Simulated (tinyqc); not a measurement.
Inside a calculation. Model: modulation-doped quantum well, Poisson-Schroedinger loop.

Computed by the program tinyqc: `OMP_NUM_THREADS=1 python tinyqc.py 2140023 2140024 out.jsonl`, one thread of a shared Intel Xeon 2.30GHz, about 0.2 s for the whole run. Printed values are rounded.

A well of width L centred at z = 0 between barriers Vb; effective-mass electrons in two equivalent valleys, parabolic bands. The electrons come from donor sheets outside the mesh, a share fL of Ns on the left and the rest on the right, so the structure is neutral. Energies are counted from the band edge of the well, with U = 0 on the first node in the Hartree part.

Values chosen for this exercise; material values close to those of strained Si in SiGe (two lower valleys):
```
symbol,value,unit,meaning
T,150,K,temperature
md,0.189,m0,in-plane mass
Vb,0.205,eV,barrier height
eps_r,11.6,,relative permittivity (all layers)
L,2.4,nm,well width
hz,0.3,nm,mesh step
Ns,1.9e12,cm^-2,sheet density of electrons
fL,1,,share of the donors on the left side
Fz,0,kV/cm,applied field along z
a,0.5,,mixing factor
```

Constants: q = 1.602176634e-19 C, kB = 1.380649e-23 J/K, hbar = 1.054571817e-34 J s, m0 = 9.1093837015e-31 kg, Vt = kB T/q, eps0 = 8.8541878128e-14 F/cm where lengths are in cm, hbar^2/(2 m0) = 0.0380998212 eV nm^2. Results are converted to the units shown.

Range of the model: The highest level kept or the Fermi level comes near the barrier edge at an end of the mesh, so the hard walls there affect the result.

## Fixed part of the potential

z, node 1 to 18 (nm): [-2.55, -2.25, -1.95, -1.65, -1.35, -1.05, -0.75, -0.45, -0.15, 0.15, 0.45, 0.75, 1.05, 1.35, 1.65, 1.95, 2.25, 2.55]

V0 = 0 in the well and Vb outside, plus q Fz z (1 kV/cm = 1e-4 eV/nm).

fixed potential V0, node 1 to 18 (eV): [0.2050000, 0.2050000, 0.2050000, 0.2050000, 0.2050000, 0.0000000, 0.0000000, 0.0000000, 0.0000000, 0.0000000, 0.0000000, 0.0000000, 0.0000000, 0.2050000, 0.2050000, 0.2050000, 0.2050000, 0.2050000]

## Round 1: levels and probability densities

self-consistent potential U at the start, node 1 to 18 (eV): [0, 0, 0, 0, 0, 0, 0, 0, 0, 0, 0, 0, 0, 0, 0, 0, 0, 0]
mass on the intervals 1/2, 3/2, ... (mean of both at an interface) (m0): [0.944, 0.944, 0.944, 0.944, 0.944, 0.9415, 0.939, 0.939, 0.939, 0.939, 0.939, 0.939, 0.939, 0.9415, 0.944, 0.944, 0.944, 0.944, 0.944]

Tridiagonal Hamiltonian with psi = 0 one step beyond both ends: H_ii = C (1/m_(i-1/2) + 1/m_(i+1/2))/hz^2 + V0_i + U_i, H_(i,i+1) = -C/(m_(i+1/2) hz^2), C = hbar^2/(2 m0). The lowest 3 level(s) are kept, normalised to hz sum |psi|^2 = 1.

levels (eV): E1 0.0352434, E2 0.1320932, E3 0.2511659
|psi|^2 of E1, node 1 to 18 (1/nm): [0.0002099, 0.0011872, 0.0045521, 0.0158817, 0.0539545, 0.1814372, 0.3431791, 0.4898316, 0.5764333, 0.5764333, 0.4898316, 0.3431791, 0.1814372, 0.0539545, 0.0158817, 0.0045521, 0.0011872, 0.0002099]
|psi|^2 of E2, node 1 to 18 (1/nm): [0.0026730, 0.0125008, 0.0361344, 0.0895676, 0.2089607, 0.4742645, 0.5152674, 0.2879966, 0.0393016, 0.0393016, 0.2879966, 0.5152674, 0.4742645, 0.2089607, 0.0895676, 0.0361344, 0.0125008, 0.0026730]
|psi|^2 of E3, node 1 to 18 (1/nm): [0.0322520, 0.1160689, 0.2178243, 0.2966950, 0.3210389, 0.2811919, 0.0394496, 0.0593853, 0.3027607, 0.3027607, 0.0593853, 0.0394496, 0.2811919, 0.3210389, 0.2966950, 0.2178243, 0.1160689, 0.0322520]

## Round 1: Fermi level and occupations

Level k holds N_k = D_k Vt ln(1 + exp((EF - E_k)/Vt)) with D = 2 md m0 q/(pi hbar^2) per eV (spin included); EF is fixed by sum N_k = Ns.

EF = 0.04077932 eV
N_k (cm^-2): E1 1.898255e12, E2 1.744436e9, E3 1.742511e5

## Round 1: density, output potential and mixing

n_i = sum_k N_k |psi_k|^2 (converted to cm^-3). Hartree part by Gauss: on the interval after node i the enclosed sheet charge is S_i = fL Ns - hz sum_(j<=i) n_j, and U_(i+1) = U_i + q S_i hz/(eps0 eps_r) in eV, U_1 = 0. Mixing: U(new) = U + a (U(out) - U).

n, node 1 to 18 (in units of 1e19 cm^-3): [0.000403, 0.002275, 0.008704, 0.030304, 0.102784, 0.345242, 0.652340, 0.930328, 1.094286, 1.094286, 0.930328, 0.652340, 0.345242, 0.102784, 0.030304, 0.008704, 0.002275, 0.000403]
U(out), node 1 to 18 (eV): [0.00000000, 0.00889101, 0.01777882, 0.02665441, 0.03548745, 0.04417620, 0.05238025, 0.05966846, 0.06565055, 0.07009633, 0.07300581, 0.07460918, 0.07529670, 0.07549953, 0.07555805, 0.07557403, 0.07557779, 0.07557836]
U after round 1, node 1 to 18 (eV): [0.00000000, 0.00444550, 0.00888941, 0.01332720, 0.01774373, 0.02208810, 0.02619012, 0.02983423, 0.03282527, 0.03504817, 0.03650291, 0.03730459, 0.03764835, 0.03774976, 0.03777903, 0.03778702, 0.03778890, 0.03778918]

## Round 2: levels and probability densities

As before.

levels (eV): E1 0.0674873, E2 0.1623911, E3 0.2782353
|psi|^2 of E1, node 1 to 18 (1/nm): [0.0003546, 0.0018865, 0.0066892, 0.0215624, 0.0682713, 0.2168318, 0.3876085, 0.5219809, 0.5807077, 0.5520668, 0.4495966, 0.3046427, 0.1571467, 0.0458683, 0.0132569, 0.0037350, 0.0009598, 0.0001679]
|psi|^2 of E2, node 1 to 18 (1/nm): [0.0041151, 0.0180614, 0.0478463, 0.1077171, 0.2290633, 0.4800429, 0.4773520, 0.2306229, 0.0164754, 0.0678123, 0.3313351, 0.5330368, 0.4651250, 0.1976439, 0.0818971, 0.0320703, 0.0108352, 0.0022814]
|psi|^2 of E3, node 1 to 18 (1/nm): [0.0529977, 0.1787840, 0.3031432, 0.3592067, 0.3226542, 0.2178038, 0.0100946, 0.1036332, 0.3214221, 0.2533583, 0.0283042, 0.0660892, 0.2970347, 0.2938586, 0.2462763, 0.1690858, 0.0862210, 0.0233656]

## Round 2: Fermi level and occupations

As before.

EF = 0.07302019 eV
N_k (cm^-2): E1 1.897972e12, E2 2.027256e9, E3 2.599733e5

## Round 2: density, output potential and mixing

As before.

n, node 1 to 18 (in units of 1e19 cm^-3): [0.000681, 0.003617, 0.012793, 0.041143, 0.130041, 0.412514, 0.736638, 0.991173, 1.102201, 1.047945, 0.853994, 0.579284, 0.299203, 0.087457, 0.025327, 0.007154, 0.001844, 0.000323]
U(out), node 1 to 18 (eV): [0.00000000, 0.00889062, 0.01777615, 0.02664373, 0.03545354, 0.04408079, 0.05212889, 0.05914280, 0.06476518, 0.06884013, 0.07144385, 0.07284861, 0.07344010, 0.07361153, 0.07366017, 0.07367326, 0.07367630, 0.07367676]
U after round 2, node 1 to 18 (eV): [0.00000000, 0.00666806, 0.01333278, 0.01998547, 0.02659863, 0.03308444, 0.03915951, 0.04448852, 0.04879522, 0.05194415, 0.05397338, 0.05507660, 0.05554423, 0.05568065, 0.05571960, 0.05573014, 0.05573260, 0.05573297]

## Course of the self-consistent loop

Start from U = 0. Stop when the largest |U(out) - U| is below 1e-7 eV, or after 120 rounds.

Course of the iteration:
```
round  level E1 (eV)     EF (eV)  largest |U(out) - U| (eV)
1         0.03524342  0.04077932                     0.0756
2         0.06748725  0.07302019                     0.0359
3         0.08293339  0.08846484                     0.0170
4         0.09038394  0.09591463                    8.12e-3
5         0.09399411  0.09952442                    3.88e-3
6         0.09574924   0.1012793                    1.86e-3
7         0.09660481   0.1021348                    8.98e-4
8         0.09702286   0.1025528                    4.36e-4
9         0.09722754   0.1027575                    2.13e-4
...              ...         ...                        ...
12        0.09740158   0.1029315                    2.52e-5
13        0.09741355   0.1029435                    1.24e-5
14        0.09741946   0.1029494                    6.15e-6
15        0.09742237   0.1029523                    3.04e-6
16        0.09742382   0.1029537                    1.50e-6
17        0.09742453   0.1029544                    7.45e-7
18        0.09742488   0.1029548                    3.69e-7
19        0.09742506   0.1029550                    1.83e-7
20        0.09742515   0.1029550                    9.11e-8
```

Converged in 20 rounds. Towards the end the residual shrinks by a factor of about 0.50 a round.

## Converged levels, occupations and centroid

converged U, node 1 to 18 (eV): [0.00000000, 0.00889002, 0.01777236, 0.02662952, 0.03541168, 0.04397224, 0.05186606, 0.05862708, 0.06393727, 0.06770685, 0.07006961, 0.07132334, 0.07184384, 0.07199266, 0.07203435, 0.07204544, 0.07204799, 0.07204837]

Solve for the levels with V0 + U, find EF, n_i = sum_k N_k |psi_k|^2 (in cm^-3); share of each level N_k/Ns; centroid sum n z/sum n.

levels (eV): E1 0.0974251, E2 0.1905953, E3 0.3019156
EF = 0.1029550 eV
shares (%): E1 99.87800, E2 0.12197, E3 0.00002
n, node 1 to 18 (in units of 1e19 cm^-3): [0.001093, 0.005471, 0.017936, 0.053421, 0.157844, 0.474911, 0.806884, 1.033402, 1.097356, 1.002059, 0.789946, 0.522263, 0.264747, 0.076305, 0.021797, 0.006079, 0.001550, 0.000270]
centroid = -0.1190983 nm

With 400 intervals across the well and the same walls, E2 - E1 = 95.99 meV and EF - E1 = 5.535 meV; this mesh gives 93.17 and 5.530 meV.
